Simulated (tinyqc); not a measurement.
X-ray reflectivity of a thin film on silicon: critical angles, Parratt recursion, fringes and roughness: one step, computed by the program tinyqc.

n = 1 - delta + i beta; the classical electron radius is r_e = 2.8179403e-6 nm. Layer 0 is vacuum, 1 the film, 2 the substrate.

Problem. Optical constants. delta = r_e lambda^2 rho_e/(2 pi), rho_e = density x electrons per mass x N_A; critical angle sqrt(2 delta), q_c = 4 sqrt(pi r_e rho_e).

Inputs (values chosen for the exercise, modelled on copper on silicon, copper K-alpha radiation):

| quantity | value | unit |
|---|---|---|
| wavelength lambda | 0.15406 | nm |
| film density rho | 9.34 | g/cm^3 |
| effective electrons per unit mass, film | 0.457 | mol/g |
| beta/delta, film | 0.025 | - |
| substrate density | 2.33 | g/cm^3 |
| effective electrons per unit mass, substrate | 0.507 | mol/g |
| beta/delta, substrate | 0.023 | - |

Constants: N_A = 6.02214076e+23 1/mol.

Give: the table «Constants» with the columns rho_e (1/nm^3), delta, beta, critical angle (degrees), q_c (1/nm), for layer = film, substrate.

Solution.

Constants:

| layer | rho_e (1/nm^3) | delta | beta | critical angle (degrees) | q_c (1/nm) |
|---|---|---|---|---|---|
| film | 2570.5 | 2.7362e-05 | 6.8405e-07 | 0.42385 | 0.60340 |
| substrate | 711.4 | 7.5726e-06 | 1.7417e-07 | 0.22298 | 0.31744 |
